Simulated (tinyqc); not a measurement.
Hydrogenic donor in a hard-walled well (variational): one step. One trial length.

Trial function cos(pi z/L) exp(-r/lam), r measured from the donor at zi, walls at +/- L/2, one eps everywhere. Counted from the lowest subband, E(lam) = c/(m lam^2) - (q/eps) I0/I1, with I0 the integral of cos^2(pi z/L) exp(-2|z - zi|/lam) over the well and I1 the same with the factor (|z - zi| + lam/2); c = hbar^2/2m0, q = e^2/(4 pi eps0). The binding energy is -E at the minimum.

Constants: hbar^2/2m0 = 3.80998211 eV angstrom^2; e^2/(4 pi eps0) = 14.39964547 eV angstrom.

Values chosen for the exercise (near those of Ge, with one mean mass; not measured data):
- m = 0.118 m0 (mass)
- eps = 16.1 (dielectric constant)
- L = 325 angstrom (well width)
- zi = 0 angstrom (position of the donor from the centre)
- lam = 66 angstrom (trial length)

Task: Evaluate I0, I1 and both terms.

Give: I0; I1; kinetic term; Coulomb term; E.

Result:

I0 = 56.384 angstrom
I1 = 3259.0 angstrom^2
kinetic term = 7.412 meV
Coulomb term = -15.474 meV
E = -8.061 meV

tinyqc: `OMP_NUM_THREADS=1 python tinyqc.py 1281098 1281099 out.jsonl`; about 0.03 s, one thread, shared Intel(R) Xeon(R) Processor @ 2.30GHz.
